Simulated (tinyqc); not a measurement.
Carrier lifetime of an n-type layer with SRH, radiative, Auger and surface recombination: one step of the calculation.

Uniform excess density dn = dp (no trapping), n = n0 + dn, p = p0 + dn, Boltzmann statistics, full ionisation. Surfaces enter as a rate 2 S dn/d, which holds while diffusion to them is fast.

Problem. New dn. With e = n p - ni^2 = dn (n0 + p0 + dn): U_SRH = e/(tp0 (n + n1) + tn0 (p + p1)), U_rad = B e, U_Aug = (Cn n + Cp p) e, U_s = 2 S dn/d. Substitution: tau = dn/U with U the sum, dn(new) = G tau.

Inputs (values chosen for the exercise); band and dielectric values those of a made-up semiconductor:
```
symbol     value        unit                                      meaning
B       1.71e-12      cm^3/s                        radiative coefficient
Cn       3.3e-31      cm^6/s            Auger coefficient (two electrons)
Cp       1.2e-31      cm^6/s                Auger coefficient (two holes)
S              0        cm/s  surface recombination velocity (both faces)
d            100          um                             sample thickness
G         3.3e19  cm^-3 s^-1                              generation rate
```

dn at the start = 3e16 cm^-3
n0 = 7.8e15 cm^-3
p0 = 1.6189499e-46 cm^-3
n1 = 6.3437849e-22 cm^-3
p1 = 1.9905797e-9 cm^-3
tn0 = 0.0018382353 s
tp0 = 4.0849673e-6 s

Find: U_SRH; U_rad; U_Aug; U_s; tau; dn after iteration 1.

Solution.

U_SRH = 2.0506e19 cm^-3 s^-1
U_rad = 1.9391e21 cm^-3 s^-1
U_Aug = 1.8228e19 cm^-3 s^-1
U_s = 0 cm^-3 s^-1
tau = 1.5168e-5 s
dn after iteration 1 = 5.0054e14 cm^-3

Numbers from tinyqc (`OMP_NUM_THREADS=1 python tinyqc.py 2300058 2300059 out.jsonl`; about 0.01 s on one thread of a shared Intel Xeon 2.30GHz).
